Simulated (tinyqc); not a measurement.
MOSFET in the linear regime without short-channel effects, parameter extraction from computed curves: two steps of the calculation.

Inversion charge Q = Cox n Vt W0(exp((Vg - VT)/(n Vt))), W0 the Lambert function and n = nf; u = Q/Cox; mobility mu = mu0/(1 + th1 u + th2 u^2); channel resistance Rch = (L - dL)/(W mu Q); Id = Vd/(Rch + Rsd/W). Cox = eps0 eox/tox. Small Vd, no channel-length or drain effects.

Values chosen for this exercise; channel values of the order met in silicon transistors:
- T = 400 K (temperature)
- eox = 24.9 (relative permittivity of the gate insulator (close to zirconium oxide))
- tox = 4.8 nm (insulator thickness)
- mu0 = 130 cm^2/(V s) (low-field mobility)
- th1 = 0.4 1/V (first mobility attenuation factor)
- th2 = 0 1/V^2 (second mobility attenuation factor)
- VT = 0.2 V (threshold voltage)
- nf = 1.45 (body factor)
- W = 10 um (gate width)
- L = 1.5 um (drawn gate length)
- dL = 0.014 um (drawn less effective length)
- Rsd = 98 ohm um (source plus drain resistance)
- Vd = 0.025 V (drain voltage)

Constants: q = 1.602176634e-19 C, kB = 1.380649e-23 J/K, Vt = kB T/q, eps0 = 8.8541878128e-14 F/cm where lengths are in cm. Results are converted to the units shown.

Task 1. Transfer curve. u, mu, Rch and Id as defined.

Vg, point 0 to 10 (V): -0.1  0.05  0.2  0.35  0.5  0.65  0.8  0.95  1.1  1.25  1.4

Find: u; mu; Rch; Id.

Result 1.

```
point	u (V)	mu (cm^2/(V s))	Rch (ohm)	Id (uA)
0	1.233e-4	130.0	2.019e6	0.01238
1	0.002370	129.9	1.051e5	0.2379
2	0.02835	128.5	8879	2.812
3	0.1104	124.5	2354	10.58
4	0.2248	119.3	1206	20.56
5	0.3524	113.9	805.8	30.65
6	0.4863	108.8	611.3	40.25
7	0.6238	104.0	498.5	49.19
8	0.7637	99.58	425.4	57.44
9	0.9052	95.44	374.5	65.06
10	1.048	91.60	337.0	72.08
```

Task 2. The Y function. Y_i = Id_i/sqrt(gm_i). For Id = beta Vd x/(1 + th x), x = Vg - VT, Y = sqrt(beta Vd) x whatever th. Slope s from points 6 and 9; VT_Y = Vg - Y/s at point 9; beta = s^2/Vd; mobility beta L/(W Cox) with the drawn L; th* = (beta Vd x/Id - 1)/x at point 9.

```
point	Vg (V)	Id (uA)
0	-0.1	0.012384988
1	0.05	0.23786614
2	0.2	2.8124803
3	0.35	10.576629
4	0.5	20.555711
5	0.65	30.652733
6	0.8	40.249912
7	0.95	49.185662
8	1.1	57.443827
9	1.25	65.058488
10	1.4	72.080174
```

gm, point 1 to 9 (uS): 9.3336509  34.462544  59.144101  66.920346  65.647338  61.776431  57.313051  52.909418  48.787821

Give: Y; s; VT_Y; beta; mobility from Y; th*.

Result 2.

Y, point 1 to 9 (uA^0.5 V^0.5): 0.077859  0.47909  1.3753  2.5128  3.7832  5.1210  6.4970  7.8973  9.3143
s = 9.3184 uA^0.5 V^-0.5
VT_Y = 0.25044 V
beta = 3473.3 uA/V^2
mobility from Y = 113.43 cm^2/(V s)
th* = 0.33424 1/V

The mobility from Y is 14 % below mu0 L/(L - dL) = 131 cm^2/(V s), which it should reach in deep inversion when th2 = 0.

Numbers from tinyqc (`OMP_NUM_THREADS=1 python tinyqc.py 2210080 2210081 out.jsonl`; about 0.01 s on one thread of a shared Intel Xeon 2.30GHz).
